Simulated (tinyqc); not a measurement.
Worked calculation: Pariser-Parr-Pople SCF with singles CI, for the molecule [CH2+]c1cccc(C=O)c1 (SMILES; centres numbered as the heavy atoms are written). One step of it, computed by the program tinyqc.

Question. Iteration 1: Fock matrix. F_rr = H_rr + P_rr gamma_rr / 2 + sum_(s != r) P_ss gamma_rs; F_rs = H_rs - P_rs gamma_rs / 2; E = tr P (H + F) / 2 + core repulsion sum_(r<s) z_r z_s gamma_rs.

P at the start, lower triangle:
```
           1C         2C         3C         4C         5C        6C        7C         8O
1C   0.428571
2C   0.633190   1.000000
3C   0.285714   0.517824   0.857143
4C  -0.115366   0.000000   0.697539   1.000000
5C  -0.285714  -0.217063   0.142857   0.646860   0.857143
6C  -0.101696   0.000000  -0.267742   0.000000   0.583104  1.000000
7C   0.000000  -0.036417   0.000000  -0.050087   0.000000  0.398456  1.000000
8O   0.063165   0.000000   0.175368   0.000000  -0.227132  0.000000  0.915094   1.000000
9C   0.285714   0.531494  -0.142857  -0.281412   0.142857  0.647453  0.000000  -0.276169

          9C
9C  0.857143
```

core matrix H (eV), lower triangle:
```
            1C          2C          3C          4C          5C          6C          7C          8O
1C  -37.705973
2C   -2.390000  -44.554992
3C    0.000000   -2.390000  -42.722506
4C    0.000000    0.000000   -2.390000  -42.349682
5C    0.000000    0.000000    0.000000   -2.390000  -44.039258
6C    0.000000    0.000000    0.000000    0.000000   -2.390000  -46.177590
7C    0.000000    0.000000    0.000000    0.000000    0.000000   -2.390000  -41.353182
8O    0.000000    0.000000    0.000000    0.000000    0.000000    0.000000   -2.470000  -44.220939
9C    0.000000   -2.390000    0.000000    0.000000    0.000000   -2.390000    0.000000    0.000000

            9C
9C  -44.626544
```

repulsion gamma_rs (eV), lower triangle:
```
           1C         2C         3C         4C         5C         6C         7C         8O
1C  11.320000
2C   5.389839  11.320000
3C   3.895556   5.388741  11.320000
4C   2.893889   3.894616   5.388736  11.320000
5C   2.631576   3.536001   3.895208   5.389395  11.320000
6C   2.893927   3.895208   3.536569   3.895213   5.388741  11.320000
7C   2.352341   2.894001   2.631785   2.894004   3.895213   5.389395  11.320000
8O   1.983578   2.397191   2.320698   2.687823   3.638508   4.019801   5.631235  13.560000
9C   3.895266   5.389395   3.895213   3.536006   3.894616   5.388736   3.895208   2.962104

           9C
9C  11.320000
```

Centres (angstrom, eV; a flat drawing with bonds scaled to 1.40 angstrom):

| centre | x | y | core charge z | W | gamma_rr |
|---|---|---|---|---|---|
| 1C | 2.769000 | -1.165000 | 1 | 11.770000 | 11.320000 |
| 2C | 1.597000 | -0.400000 | 1 | 11.770000 | 11.320000 |
| 3C | 1.674000 | 0.998000 | 1 | 11.770000 | 11.320000 |
| 4C | 0.502000 | 1.764000 | 1 | 11.770000 | 11.320000 |
| 5C | -0.747000 | 1.132000 | 1 | 11.770000 | 11.320000 |
| 6C | -0.824000 | -0.266000 | 1 | 11.770000 | 11.320000 |
| 7C | -2.073000 | -0.898000 | 1 | 11.770000 | 11.320000 |
| 8O | -3.245000 | -0.133000 | 1 | 18.580000 | 13.560000 |
| 9C | 0.348000 | -1.032000 | 1 | 11.770000 | 11.320000 |

Give: F; pi energy.

Answer.

F (eV), lower triangle:
```
          1C        2C        3C       4C       5C       6C       7C        8O
1C  -10.8332
2C   -4.0964  -11.2348
3C   -0.5565   -3.7852  -10.2575
4C    0.1669    0.0000   -4.2694  -9.8085
5C    0.3759    0.3838   -0.2782  -4.1331  -9.5352
6C    0.1472    0.0000    0.4734   0.0000  -3.9611  -9.8085
7C    0.0000    0.0527    0.0000   0.0725   0.0000  -3.4637  -8.9431
8O   -0.0626    0.0000   -0.2035   0.0000   0.4132   0.0000  -5.0466  -14.2079
9C   -0.5565   -3.8222    0.2782   0.4975  -0.2782  -4.1345   0.0000    0.4090

          9C
9C  -10.2573
```

pi energy = -116.2041 eV
